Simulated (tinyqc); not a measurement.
Planar ballistic transistor, top-of-the-barrier model: one step of the calculation.

At the top of the source barrier, states moving towards the drain are filled by the source (Fermi level 0) and states moving back by the drain (Fermi level -q Vd); nothing scatters. U is the shift of the band edge there, set by the capacitances CG, CD and CS (the total) and by the charge. Parabolic two-dimensional band; the source is grounded.

Problem. Self-consistent potential at the barrier top. eta1 = -(E0 + U)/Vt, eta2 = eta1 - Vd/Vt, n = (N0/2)[F_0(eta1) + F_0(eta2)], F_0(x) = ln(1 + exp x). U(out) = UL + q (n - n0)/CS. Newton step: U(new) = U + (U(out) - U)/(1 + CQ/CS), CQ = (q/Vt) dn/d(eta1) with both F' summed; F_0'(x) = 1/(1 + exp(-x)).

Inputs (values chosen for the exercise); mass and valleys close to those of germanium:
- T = 200 K (temperature)
- E0 = 0.21 eV (band edge at the barrier top above the source Fermi level at zero bias)
- Vd = 0.4 V (drain voltage)

Constants: q = 1.602176634e-19 C, kB = 1.380649e-23 J/K, Vt = kB T/q. Results are converted to the units shown.

U at the start (U = UL) = -0.2548 eV
N0 = 3.3117528e12 cm^-2
CS = 2.8258046 uF/cm^2
n0 = 1.6915690e7 cm^-2
UL = -0.2548 eV

Give: eta1; eta2; n; U(out); CQ; U after iteration 1.

Solution.

eta1 = 2.599
eta2 = -20.61
n = 4.423e12 cm^-2
U(out) = -0.004025 eV
CQ = 14.33 uF/cm^2
U after iteration 1 = -0.2135 eV

Numbers from tinyqc (`OMP_NUM_THREADS=1 python tinyqc.py 2400029 2400030 out.jsonl`; about 0.01 s on one thread of a shared Intel Xeon 2.30GHz).
